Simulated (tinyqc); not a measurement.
UHF in the sto-3g basis, for BeH, spin multiplicity 2, step by step (part 2 of 2). Computed by tinyqc, a small Python program that keeps every step (integrals from PySCF). Command: `OMP_NUM_THREADS=1 python tinyqc.py 25028 25029 out.jsonl` (the two numbers bound the seeds that draw the settings). One thread of a shared host (Intel(R) Xeon(R) Processor @ 2.60GHz), about 0.1 s of CPU time with the checks.

Geometry (angstrom):
```
atom       x       y       z
Be    0.0000  0.0000  0.0000
H     0.0000  0.0000  2.4370
```

## Convergence

Stop when the energy changes by less than 1e-10 hartree and every element of the error matrix X^T (F D S - S D F) X (for each spin) is below 3e-06.

Course of the cycle:
```
iteration  E (hartree)     change  largest element of the error matrix
1           -10.063984          -                             1.59e+00
2           -14.516232  -4.45e+00                             1.14e-01
3           -14.691510  -1.75e-01                             7.79e-02
4           -14.741910  -5.04e-02                             4.37e-02
5           -14.778728  -3.68e-02                             4.86e-02
6           -14.814566  -3.58e-02                             3.72e-02
7           -14.826970  -1.24e-02                             7.40e-03
8           -14.827372  -4.03e-04                             3.33e-03
9           -14.827528  -1.56e-04                             2.69e-03
10          -14.827829  -3.00e-04                             4.48e-03
11          -14.828110  -2.82e-04                             2.37e-03
12          -14.828238  -1.27e-04                             9.93e-04
13          -14.828274  -3.66e-05                             6.32e-04
14          -14.828293  -1.86e-05                             2.26e-04
15          -14.828297  -3.73e-06                             1.98e-04
16          -14.828297  -5.84e-07                             6.31e-05
17          -14.828297  -7.62e-08                             6.64e-06
18          -14.828297  -6.42e-10                             9.33e-07
19          -14.828297  -1.91e-11                             7.69e-08
```

PySCF UHF in the same basis, after a stability check = -14.828297 hartree

Converged in 19 iterations.

## Populations, bond orders and dipole

D(alpha) after iteration 19, lower triangle:
```
          1Be 1s   1Be 2s  1Be 2px  1Be 2py  1Be 2pz   2H 1s
1Be 1s    1.0628
1Be 2s   -0.2451   0.9568
1Be 2px   0.0000   0.0000   0.0000
1Be 2py   0.0000   0.0000   0.0000   0.0000
1Be 2pz   0.0915  -0.3250   0.0000   0.0000   0.1230
2H 1s    -0.0011  -0.0258   0.0000   0.0000   0.1175  0.9460
```

D(beta) after iteration 19, lower triangle:
```
          1Be 1s  1Be 2s  1Be 2px  1Be 2py  1Be 2pz   2H 1s
1Be 1s    1.0585
1Be 2s   -0.2291  0.8967
1Be 2px   0.0000  0.0000   0.0000
1Be 2py   0.0000  0.0000   0.0000   0.0000
1Be 2pz  -0.0827  0.2943   0.0000   0.0000   0.0966
2H 1s    -0.0385  0.1259   0.0000   0.0000   0.0414  0.0177
```

overlap S, lower triangle:
```
         1Be 1s  1Be 2s  1Be 2px  1Be 2py  1Be 2pz   2H 1s
1Be 1s   1.0000
1Be 2s   0.2595  1.0000
1Be 2px  0.0000  0.0000   1.0000
1Be 2py  0.0000  0.0000   0.0000   1.0000
1Be 2pz  0.0000  0.0000   0.0000   0.0000   1.0000
2H 1s    0.0053  0.1340   0.0000   0.0000   0.1942  1.0000
```

Mulliken: Z minus the diagonal of D S on the atom; Loewdin: the same with S^(1/2) D S^(1/2); Mayer order: 2 sum_s sum (D(s) S)_ij (D(s) S)_ji over the two atoms.

Charges (e):
```
atom  Mulliken  Loewdin  Mulliken spin
1Be     0.0077   0.0049         0.0771
2H     -0.0077  -0.0049         0.9229
```

Mayer bond orders:
```
pair   order
2-1   0.1482
```

dipole moment about the origin, x y z (debye): 0.0000  0.0000  -0.1231

<S^2> of the determinant (pure state: 0.75) = 1.0504
